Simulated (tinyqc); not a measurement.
# Changing the mode mass M

Model: one anharmonic mode: perturbation theory, self-consistent phonons and exact levels. Computed by tinyqc, a small Python program. Command: `OMP_NUM_THREADS=1 python tinyqc.py 3006313 3006314 out.jsonl scp sweep`. One thread of a shared host (Intel(R) Xeon(R) Processor @ 2.30GHz), about 0.07 s of CPU time with the checks.

V(x) = k x^2/2 + b x^4 for one coordinate x of mass M. A constant K > 0 gives hbar Omega = sqrt((hbar^2/u) K/M) with K in eV/angstrom^2 and M in u.

Inputs (values chosen for the exercise, for a model mode):

| quantity | value | unit |
|---|---|---|
| harmonic constant k | 0.654 | eV/angstrom^2 |
| quartic constant b | 0.969 | eV/angstrom^4 |
| temperature T | 23 | K |
| mixing | 0.5 | - |

Shape: single well.

Constants: hbar^2/u = 4.18015928e-03 eV angstrom^2; k_B = 8.617333262e-05 eV/K.

Method:
- Self-consistent phonon, centred at x = 0: K = k + 12 b <x^2>, <x^2> = (hbar Omega/(2K)) coth(hbar Omega/(2 k_B T)).
- Start at K = |k|; K(new) = K + mixing x (K_out - K), but at least K/20; stop when |K_out - K| < 1e-9 |k| or after 90 steps.
- Its free energy is F = k_B T ln[2 sinh(hbar Omega/(2 k_B T))] + (k - K)<x^2>/2 + 3 b <x^2>^2, an upper bound to the exact one.
- Basis: oscillator states n of the constant |k|, with x = s (a + a+), s^2 = hbar Omega/(2|k|); H = hbar Omega (n + 1/2) + (k - |k|) x^2/2 + b x^4, with exact matrix elements of x^2 and x^4.
- Exact values use 120 basis states: F = -k_B T ln sum exp(-E_n/(k_B T)), and <x^2> is the Boltzmann mean.

One run for each value:

| mode mass M (u) | E_1 - E_0 (meV) | self-consistent quantum (meV) | exact <x^2> (angstrom^2) |
|---|---|---|---|
| 9.1 | 19.039 | 19.096 | 0.012059 |
| 15.0 | 14.570 | 14.602 | 0.009572 |
| 24.0 | 11.359 | 11.380 | 0.007712 |
| 40.0 | 8.689 | 8.707 | 0.006157 |
| 66.0 | 6.696 | 6.718 | 0.005047 |
| 110.0 | 5.144 | 5.171 | 0.004263 |
| 180.0 | 3.995 | 4.025 | 0.003760 |
| 290.0 | 3.132 | 3.163 | 0.003442 |

Over the rows, E_1 - E_0 (meV) falls from 19.0 to 3.13 (exponent d ln y / d ln x about -0.52 throughout); self-consistent quantum (meV) falls from 19.1 to 3.16 (exponent d ln y / d ln x -0.54 between the first rows and -0.51 between the last); exact <x^2> (angstrom^2) falls from 0.0121 to 0.00344 (exponent d ln y / d ln x -0.46 between the first rows and -0.19 between the last). The exponent of self-consistent quantum stays between -0.54 and -0.51, near -0.50: the harmonic or classical law.

Extremes, crossings and ranges named in words are read from the listed rows.
